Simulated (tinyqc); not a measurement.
Floating body of a partially depleted SOI transistor: body voltage and kink: two steps of the calculation.

Source at 0 V. Channel current Ic = 2 nf K Vt^2 [F(0) - F(Vd)](1 + la Vd), F(V) = ln^2(1 + exp((Vg - VT - nf V)/(2 nf Vt))), VT = VT0 - gb Vb. Saturation voltage Vs = 2 Vt sqrt(F(0)) + 3 Vt, excess Ve = (Vd - Vs + sqrt((Vd - Vs)^2 + 0.0004 V^2))/2, multiplication M1 = Ai Ve exp(-Bl/Ve). Each junction passes D(v) = J1 (exp(v/Vt) - 1) + J2 (exp(v/(2 Vt)) - 1). Bipolar current Ib = bb J1 (exp(Vb/Vt) - 1). The body settles where M1 (Ic + Ib) = D(Vb) + D(Vb - Vd) + Vb/Rb; drain current Id = (1 + M1)(Ic + Ib) - D(Vb - Vd).

Values chosen for this exercise; values of the order met in partially depleted silicon-on-insulator transistors: temperature T = 300 K; threshold at zero body voltage VT0 = 0.5 V; fall of the threshold per volt of body voltage gb = 0.31; slope factor nf = 1.22; gain factor per width K = 220 uA/(V^2 um); channel-length modulation factor la = 0.02 1/V; impact-ionisation prefactor Ai = 1.85 1/V; impact-ionisation voltage Bl = 4.1 V; diffusion saturation current of each junction J1 = 4.1e-13 uA/um; recombination saturation current of each junction J2 = 2.4e-8 uA/um; gain of the lateral bipolar transistor on the diffusion current bb = 3; resistance of a weak body tie to the source (1e9 stands for no tie, and the term is then dropped) Rb = 70000 kohm um; gate voltage Vg = 0.67 V; drain voltage Vd = 1.5 V.

Constants: q = 1.602176634e-19 C, kB = 1.380649e-23 J/K, Vt = kB T/q. Results are converted to the units shown.

Task 1. New Vb. Current into the body I_in = M1 (Ic + Ib) - D(Vb - Vd), current out I_out = D(Vb) + Vb/Rb; f = ln(I_in/I_out), s = df/dVb by central differences over 1e-5 V, Vb(new) = Vb - f/s.

Vb after iteration 1 = 0.69781504 V

Give: Ic; Ve; M1; I_in; I_out; f; s; Vb after iteration 2.

Result 1.

Ic = 13.870 uA/um
Ve = 1.1058 V
M1 = 0.050181
I_in = 0.72861 uA/um
I_out = 0.24396 uA/um
f = 1.0941
s = -33.596 1/V
Vb after iteration 2 = 0.73038 V

Task 2. Drain current with floating and with grounded body. Id and VT at the converged Vb, Id at Vb = 0, their ratio, and the bipolar share Ib/(Ic + Ib).

converged Vb = 0.73083679 V

Find: VT; Id, floating; Id, grounded; ratio; bipolar share.

Result 2.

VT = 0.27344 V
Id, floating = 17.764 uA/um
Id, grounded = 3.0864 uA/um
ratio = 5.7555
bipolar share = 13.754 %

The body rises to 0.731 V and lowers the threshold by 227 mV.

Range of the model: The multiplication law is an empirical form chosen for the exercise; self-heating and capacitive coupling to the body are left out, and the linear laws are rough once Vb passes about 0.7 V or M1 about 0.1.

tinyqc, about 0.2 s, one thread, Intel Xeon 2.30GHz (shared host): `OMP_NUM_THREADS=1 python tinyqc.py 2182257 2182258 out.jsonl`
